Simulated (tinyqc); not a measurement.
Leakage against temperature: trap-assisted generation and recombination current of an abrupt junction. Computed by tinyqc, a small Python program. Command: `OMP_NUM_THREADS=1 python tinyqc.py 3031151 3031152 out.jsonl junctionleak walk`. One thread of a shared host (Intel(R) Xeon(R) Processor @ 2.30GHz), about 0.01 s of CPU time with the checks.

Depletion approximation, flat quasi-Fermi levels across the depleted layer, long neutral regions with minority lifetimes tau_n and tau_p, full ionisation and Boltzmann statistics. Voltages in exponents stand for e V.

Inputs (values chosen for the exercise, with bands and screening modelled on silicon):

| quantity | value | unit |
|---|---|---|
| gap E_g | 1.12 | eV |
| electron mass m_e | 0.332 | m_0 |
| valleys M_c | 6 | - |
| hole mass m_h | 0.831 | m_0 |
| dielectric constant eps | 11.7 | - |
| acceptor density N_A | 3.4e+17 | cm^-3 |
| donor density N_D | 1.6e+17 | cm^-3 |
| capture time tau_n | 3.3e-09 | s |
| capture time tau_p | 8.6e-09 | s |
| trap level E_t - E_i | -0.12 | eV |
| electron diffusion coefficient D_n | 6 | cm^2/s |
| hole diffusion coefficient D_p | 11 | cm^2/s |
| reverse bias V_r | 1.9 | V |
| temperature T | 250 | K |

Field enhancement: none.

Constants: k_B = 8.617333262e-05 eV/K; m_0 = 9.1093837015e-31 kg; k_B = 1.380649e-23 J/K; h = 6.62607015e-34 J s; e = 1.602176634e-19 C; eps_0 = 8.8541878128e-12 F/m.

Method:
- N_c = 2 M_c (2 pi m_e k_B T/h^2)^(3/2) and N_v = 2 (2 pi m_h k_B T/h^2)^(3/2), masses in units of m_0.
- n_i = sqrt(N_c N_v) exp(-E_g/2 k_B T); V_bi = (k_B T/e) ln(N_A N_D/n_i^2); diffusion saturation current J_d0 = e n_i^2 [sqrt(D_n/tau_n)/N_A + sqrt(D_p/tau_p)/N_D].
- W = sqrt(2 eps eps_0 (V_bi - V)(1/N_A + 1/N_D)/e), x_p = W N_D/(N_A + N_D), x_n = W - x_p, peak field F_m = 2 (V_bi - V)/W; reverse bias means V = -V_r.
- Potential from the p edge: phi = (V_bi - V) x^2/(x_p W) on the p side and (V_bi - V)[1 - (W - x)^2/(x_n W)] on the n side; p = N_A exp(-phi/k_B T), n = n_i^2 exp(V/k_B T)/p; U = (n p - n_i^2)/[tau_p (n + n_i exp(dE/k_B T)) + tau_n (p + n_i exp(-dE/k_B T))], dE = E_t - E_i, n1 = n_i exp(dE/k_B T), p1 = n_i exp(-dE/k_B T); J_t = e int U dx by the trapezoid rule on 400 intervals on each side.
- The gap, capture times and diffusion coefficients are held fixed. J_g = -J_t at V = -V_r. The last column is -k_B d ln(J_g + J_d0)/d(1/T) from this row and the one above.

Reverse current:

| T (K) | generation (A/cm^2) | diffusion (A/cm^2) | activation energy (eV) |
|---|---|---|---|
| 200 | 4.1565e-14 | 5.4304e-22 | - |
| 220 | 1.7412e-12 | 2.6590e-19 | 0.70810 |
| 250 | 1.5743e-10 | 4.6786e-16 | 0.71162 |
| 280 | 5.5404e-09 | 1.7253e-13 | 0.71599 |
| 310 | 9.9646e-08 | 2.0910e-11 | 0.72049 |
| 350 | 2.2225e-06 | 3.6259e-09 | 0.72605 |
| 400 | 4.6312e-05 | 5.6144e-07 | 0.73524 |

What does the comparison show, and why?

The activation energy goes from 0.708 to 0.735 eV. Generation alone gives about E_g/2 + dE if tau_p exp(dE/k_B T) exceeds tau_n exp(-dE/k_B T), else E_g/2 - dE, here 0.680 eV, plus 1.5 k_B T and diffusion E_g = 1.12 eV plus 3 k_B T; generation rules in every row.

Extremes, crossings and ranges named in words are read from the listed rows.
